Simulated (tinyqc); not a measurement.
# Worked calculation: one rectangular barrier with mass mismatch, transfer matrices

tinyqc, about 0.01 s, one thread, Intel Xeon 2.30GHz (shared host): `OMP_NUM_THREADS=1 python tinyqc.py 2560027 2560028 out.jsonl` Printed values are rounded.

One electron of energy E comes from the left lead (band edge 0); no transverse momentum. Parabolic bands, masses in units of m0, C = hbar^2/(2 m0); psi and psi'/m are continuous at every interface. The right lead equals the left one.

Inputs (values chosen for the exercise); masses and offsets close to those of GaN wells and AlGaN barriers:
```
symbol  value  unit                meaning
mL        0.2    m0  mass in the left lead
U1        0.6    eV         barrier height
m1       0.27    m0           barrier mass
d1        0.9    nm          barrier width
E       0.928    eV        electron energy
```

Constants: q = 1.602176634e-19 C, hbar = 1.054571817e-34 J s, m0 = 9.1093837015e-31 kg, hbar^2/(2 m0) = 0.0380998212 eV nm^2. Results are converted to the units shown.

Range of the model: Masses are held fixed, although real bands cease to be parabolic a few tenths of an eV from their edges (inside a barrier too).

## Wave numbers

k = sqrt(m (E - U)/C) where E > U, K = sqrt(m (U - E)/C) where E < U; v = k/m in the leads.

Layers:
```
   U (eV)  m (m0)  d (nm)  k or K (1/nm)  which
1     0.6    0.27     0.9       1.524605      k
```

vL = 11.03564 1/nm
vR = 11.03564 1/nm

## Matrices of the layers

For the pair (psi, psi'/m) a flat layer has M = [[cos kd, (m/k) sin kd], [-(k/m) sin kd, cos kd]] with k = sqrt(m (E - U)/C) above its edge U, and M = [[cosh Kd, (m/K) sinh Kd], [(K/m) sinh Kd, cosh Kd]] with K = sqrt(m (U - E)/C) below it. M12 is in nm, M21 in 1/nm.

M of layer 1:
```
           1          2
1  0.1973479  0.1736122
2  -5.535635  0.1973479
```

## Transmission and reflection

The matrix M carries (psi, psi'/m) across the stack, and v = k/m in each lead. psi = 1 + r at the left edge (incident amplitude 1) and t at the right edge. With det M = 1, a = i vR M11 - M21 and b = -vL vR M12 - i vL M22: t = 2 i vL/(a - b), r = -(a + b)/(a - b), T(E) = (vR/vL) |t|^2, R(E) = |r|^2.

t = 0.1315594+0.8058097i
r = 0.5698314-0.0930327i
T(E) = 0.6666371
R(E) = 0.3333629

T(E) + R(E) = 1: the current is conserved.
